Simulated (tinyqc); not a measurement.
Pump-down curve: gas flow in a process chamber: flow regimes, conductance, effective pumping speed, pump-down, outgassing and purge. Computed by tinyqc, a small Python program. Command: `OMP_NUM_THREADS=1 python tinyqc.py 3120304 3120305 out.jsonl pump walk`. One thread of a shared host (Intel(R) Xeon(R) Processor @ 2.30GHz), about 0.07 s of CPU time with the checks.

Ideal gas, isothermal flow, a pump of constant speed at the end of a round pipe; process gas, volume gas and outgassing are given the same properties. 1 sccm = 101325 Pa x 1e-6 m^3/60 s x T/273.15 K.

Inputs (values chosen for the exercise, modelled on nitrogen near room temperature): molar mass M = 28.01 g/mol; molecular diameter = 0.37 nm; viscosity eta = 17.8 micropascal s; temperature T = 293 K; chamber volume V = 18 L; wall area = 4.1 m^2; pipe diameter d = 10 cm; pipe length l = 14 cm; pump speed S = 90 L/s; outgassing rate after 1 h = 9.3e-07 Pa m^3/(s m^2); outgassing exponent n = 0.81; starting pressure p0 = 620 Pa.

Constants: k_B = 1.380649e-23 J/K; u = 1.6605390666e-27 kg.

Method:
- Mean speed c = sqrt(8 k_B T/(pi m)); aperture conductance C_a = c pi d^2/16; molecular pipe C_m = C_a/(1 + 3 l/(4 d)) (Dushman form); viscous pipe C_v = pi d^4 p_mean/(128 eta l); Knudsen interpolation C = C_v + C_m (1 + x)/(1 + 1.24 x), x = d p_mean sqrt(m/(k_B T))/eta.
- Effective speed 1/S_eff = 1/S + 1/C_m; time constant V/S_eff; pressure at which the free path k_B T/(sqrt2 pi d_m^2 p) equals d.
- Pump-down: V dp/dt = -S_eff(p) p + q(t) A, with S_eff = S p_2/p, where p_2 solves C((p + p_2)/2) (p - p_2) = S p_2 at each moment, and q(t) = q_1 (1 h/(t + 10 s))^n; integrated adaptively. At long times p = q(t) A/S_eff.
- S_eff(p) is tabulated at 260 pressures and interpolated in ln p. Comparison columns: p0 exp(-t/time constant) with the molecular S_eff (0 below 1e-26 p0), and the outgassing limit.

time constant = 0.239933 s

S_eff in molecular flow = 75.0209 L/s

Pressure against time:
```
t (s)       p (Pa)  S_eff (L/s)  volume gas only (Pa)  outgassing limit (Pa)
0.3     1.3842e+02       89.941            1.7757e+02             5.8384e-03
1       4.2688e+00       88.245            9.6012e+00             5.5356e-03
3       5.6608e-03       74.898            2.3025e-03             4.8350e-03
10      3.4485e-03       74.939            4.9174e-16             3.4108e-03
30      1.9563e-03       74.971                     0             1.9455e-03
100     8.5914e-04       74.998                     0             8.5736e-04
300     3.7070e-04       75.011                     0             3.7041e-04
1000    1.4233e-04       75.017                     0             1.4229e-04
3600    5.0715e-05       75.020                     0             5.0712e-05
20000   1.2667e-05       75.021                     0             1.2667e-05
100000  3.4408e-06       75.021                     0             3.4408e-06
```

What follows from these numbers?

From t = 3 s on the pressure is within 20 % of the outgassing limit, which falls only as (t + 10 s)^-0.81: walls, not volume, set the time to base pressure.
